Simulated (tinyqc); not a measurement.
Worked calculation: CID on RHF in the 6-311g basis, for H-, spin multiplicity 1. The basis has no diffuse functions, so it cannot describe the extra electron: this is an exercise in the method, not the real anion. One step of it, computed by the program tinyqc.

Task: CID: determinants and Hamiltonian. Slater-Condon rules over spin orbitals, with the nuclear repulsion added and E(HF) subtracted on the diagonal.

one-electron integrals over orbitals h = C^T H C (hartree), lower triangle:
```
           1         2         3
1  -0.462958
2  -0.131518  0.000966
3   0.034441  0.148299  1.874628
```

Two-electron integrals over orbitals (pq|rs), unique and non-zero (hartree):
```
(11|11) 0.459245    (21|11) 0.131518    (21|21) 0.102796    (22|11) 0.420424
(22|21) 0.120042    (22|22) 0.396446    (31|11) -0.034441   (31|21) -0.050137
(31|22) -0.050440   (31|31) 0.077965    (32|11) -0.099218   (32|21) -0.084884
(32|22) -0.101309   (32|31) 0.082157    (32|32) 0.106288    (33|11) 0.585452
(33|21) 0.253060    (33|22) 0.554751    (33|31) -0.175866   (33|32) -0.271735
(33|33) 1.026164
```

nuclear repulsion = 0 hartree

Hartree-Fock energy = -0.46667188 hartree

Give: determinants; H - E(HF) between determinants.

Result:

Occupation strings over the orbitals (2 doubly, a alpha, b beta, 0 empty; spin orbitals ordered 1a 1b 2a 2b ...): 200 020 0ab 0ba 002

H - E(HF) between determinants (hartree), lower triangle:
```
        200     020     0ab    0ba    002
200   0.000
020   0.103   0.865
0ab  -0.050   0.047   2.897
0ba   0.050  -0.047  -0.106  2.897
002   0.078   0.106  -0.123  0.123  5.242
```
